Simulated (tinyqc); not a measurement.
RHF in the 6-31g basis, for H-, spin multiplicity 1, step by step. The basis has no diffuse functions, so it cannot describe the extra electron: this is an exercise in the method, not the real anion. One step of it, computed by the program tinyqc.

Question. Iteration 2: diagonalisation and new density. Diagonalise F' = X^T F X, C = X C', fill 1 alpha and 1 beta electrons from the bottom; D = 2 C_occ C_occ^T. Each column has its largest component positive (the first on a tie).

Fock matrix F (hartree):
```
           1H 1s      1H 2s
1H 1s   0.614094  -0.121670
1H 2s  -0.121670   0.109911
```

X:
```
               1         2
1H 1s   1.209644  0.549104
1H 2s  -1.209644  0.549104
```

Give: F' = X^T F X; orbital energies; coefficients C; D after iteration 2.

Answer.

F' = X^T F X (hartree):
```
        1       2
1  1.4155  0.3349
2  0.3349  0.1449
```

orbital energies (hartree): MO1 0.0621, MO2 1.4983

coefficients C:
```
          MO1      MO2
1H 1s  0.2425   1.3061
1H 2s  0.8236  -1.0423
```

D after iteration 2:
```
        1H 1s   1H 2s
1H 1s  0.1176  0.3994
1H 2s  0.3994  1.3566
```
